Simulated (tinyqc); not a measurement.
# Frequency dispersion of an accumulation capacitance by border traps, distributed model, step by step

tinyqc, about 0.6 s, one thread, Intel Xeon 2.30GHz (shared host): `OMP_NUM_THREADS=1 python tinyqc.py 2202163 2202164 out.jsonl` Printed values are rounded.

Traps spread evenly through the insulator exchange electrons with the semiconductor by tunnelling, with tau(x) = t0 exp(2 ka x) at depth x from the interface. The admittance per area Y seen at depth x obeys dY/dx = -Y^2/(i w eps0 eox) + q Nb ln(1 + i w tau)/tau, with Y(0) = i w Cs and w = 2 pi f; the gate sees Y(tox) = G + i w C. Working variable y = Y/(i w), in uF/cm^2. Cox = eps0 eox/tox.

Inputs (values chosen for the exercise); permittivity close to that of hafnium oxide: relative permittivity of the insulator eox = 18.3; insulator thickness tox = 12 nm; semiconductor capacitance in accumulation Cs = 6.6 uF/cm^2; density of border traps Nb = 1.3e19 cm^-3 eV^-1; decay constant of the wave function in the insulator ka = 5.1 1/nm; time constant of a trap at the interface t0 = 3e-9 s; frequency f = 1000 Hz; depth down to which the steps are taken xe = 1.6 nm.

Constants: q = 1.602176634e-19 C, eps0 = 8.8541878128e-14 F/cm where lengths are in cm. Results are converted to the units shown.

## Scales and lumped estimate

Cox; trap-free value 1/(1/Cox + 1/Cs); response depth d = ln(1/(w t0))/(2 ka), where w tau = 1; lumped estimate: all traps within d act as C_bt = q Nb d placed at d/2, so C = 1/{1/[1/(1/Cs + d/(2 eps0 eox)) + C_bt] + (tox - d/2)/(eps0 eox)}.

Cox = 1.35026 uF/cm^2
trap-free C = 1.12094 uF/cm^2
d = 1.06657 nm
C_bt = 0.222149 uF/cm^2
lumped C = 1.13013 uF/cm^2

The traps within reach amount to 0.0337 Cs and lie in the first 8.89 % of the insulator.

## Midpoint steps through the active depth

In terms of y: dy/dx = -y^2/(eps0 eox) + s(x), s = q Nb ln(1 + z)/z, z = i w tau. 10 midpoint steps of h = xe/10: y_half = y + (h/2) y'(x, y), y(new) = y + h y'(x + h/2, y_half).

| point | x (nm) | s (uF/(cm^2 nm)) | y (uF/cm^2) |
|---|---|---|---|
| 0 | 0 | 0.208283-0.000002i | 6.60000+0.00000i |
| 1 | 0.16 | 0.208283-0.000010i | 6.22866+0.00000i |
| 2 | 0.32 | 0.208283-0.000051i | 5.90010+0.00000i |
| 3 | 0.48 | 0.208283-0.000263i | 5.60752-0.00002i |
| 4 | 0.64 | 0.208271-0.001343i | 5.34551-0.00011i |
| 5 | 0.8 | 0.207982-0.006852i | 5.10964-0.00058i |
| 6 | 0.96 | 0.200886-0.033261i | 4.89612-0.00293i |
| 7 | 1.12 | 0.126247-0.083322i | 4.69766-0.01243i |
| 8 | 1.28 | 0.034429-0.051562i | 4.50011-0.02265i |
| 9 | 1.44 | 0.007151-0.017590i | 4.31123-0.02541i |
| 10 | 1.6 | 0.001414-0.004913i | 4.13589-0.02477i |

## Capacitance and conductance at the gate

y at xe = 4.13589-0.02477i uF/cm^2

Beyond xe the traps are ignored, so 1/y(tox) = 1/y(xe) + (tox - xe)/(eps0 eox); C = Re y, G/w = -Im y, loss tangent G/(w C).

y at the gate = 1.13170-0.00185i uF/cm^2
C = 1.13170 uF/cm^2
G/w = 0.00185489 uF/cm^2
loss tangent = 0.00163903

A fine integration over the whole insulator gives C = 1.1315 and G/w = 0.001905 uF/cm^2; the coarse G/w is 2.6 % below that. The fine C is 0.94 % above the trap-free value, and the lumped estimate is 0.12 % below the fine result.
